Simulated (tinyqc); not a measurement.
## Random telegraph noise from one oxide trap in a small MOSFET: effect of the temperature

An acceptor-like trap exchanges electrons with the channel. Inversion charge Q = Cox u, u = n Vt W0(exp((Vg - VT)/(n Vt))), W0 the Lambert function, n = nf, Cox = eps0 eox/tox; linear regime Id = (W/L) mu Q Vd. Relative to threshold the surface potential rises by Vt ln(u/u0) and the oxide voltage by the rest of Vg - VT, with u0 = n Vt W0(1).

N = Cox u/q; dpsi = Vt ln(u/u0); E = E0 - dpsi - (xt/tox)(Vg - VT - dpsi); capture time tc = 1/[(N/zi) vth s0 exp(-xt/lt - EB/Vt)]; emission time te = tc exp(-E/Vt); occupancy te/(tc + te). A = W L; threshold step dV = q (1 - xt/tox)/(Cox A); gm/Id = 1/(u + n Vt); relative step dI/I = (gm/Id) dV + asc mu/A. fc = (1/tc + 1/te)/(2 pi); rms = (dI/I) sqrt(tc te)/(tc + te). VT, nf, vth and mu are held fixed.

Parameters, values chosen for the exercise; values of the order met in silicon transistors: relative permittivity of the gate insulator (close to silicon dioxide) eox = 3.9; insulator thickness tox = 1.9 nm; depth of the trap from the channel interface xt = 0.46 nm; trap level above the channel Fermi level at threshold E0 = 0.09 eV; capture prefactor s0 = 1e-16 cm^2; capture barrier (lattice relaxation) EB = 0.24 eV; tunnelling decay length lt = 0.18 nm; thermal velocity vth = 1.2e7 cm/s; thickness of the inversion layer zi = 1.5 nm; threshold voltage VT = 0.22 V; body factor nf = 1.19; gate width W = 200 nm; gate length L = 34 nm; mobility mu = 130 cm^2/(V s); scattering coefficient of the charged trap asc = 2.3e-16 V s; drain voltage Vd = 0.1 V; gate voltage Vg = 0.49 V.

Constants: q = 1.602176634e-19 C, kB = 1.380649e-23 J/K, Vt = kB T/q, eps0 = 8.8541878128e-14 F/cm where lengths are in cm. Results are converted to the units shown.

Effect of the temperature:
```
T (K),E (eV),tc (s),te (s),occupancy,dI/I (%),fc (Hz),rms dI/I (%)
180,-0.01138,0.003324,0.006920,0.6756,0.4493,70.88,0.2104
210,-0.01502,3.710e-4,8.508e-4,0.6963,0.4508,616.0,0.2073
240,-0.01834,7.184e-5,1.744e-4,0.7082,0.4515,3128,0.2052
270,-0.02138,2.007e-5,5.032e-5,0.7149,0.4514,1.109e4,0.2038
300,-0.02419,7.244e-6,1.846e-5,0.7182,0.4507,3.059e4,0.2028
330,-0.02678,3.150e-6,8.076e-6,0.7194,0.4495,7.024e4,0.2019
360,-0.02918,1.574e-6,4.032e-6,0.7192,0.4477,1.406e5,0.2012
390,-0.03140,8.756e-7,2.229e-6,0.7180,0.4455,2.532e5,0.2005
```

As T goes from 180 to 390, tc falls from 0.00332 to 8.76e-7 s, te falls from 0.00692 to 2.23e-6 s and dI/I goes from 0.449 through a maximum of 0.451 (at T = 240 among the rows listed) to 0.446 %. Activation energies over the table: 0.237 eV for capture (EB = 0.24 eV, altered by the change of N) and 0.232 eV for emission.

Range of the model: VT is taken as given; short-channel effects and the uneven flow of current among few electrons are left out.

Program tinyqc, `OMP_NUM_THREADS=1 python tinyqc.py 2710134 2710135 out.jsonl`; Intel Xeon 2.30GHz, shared host, one thread, about 0.01 s.
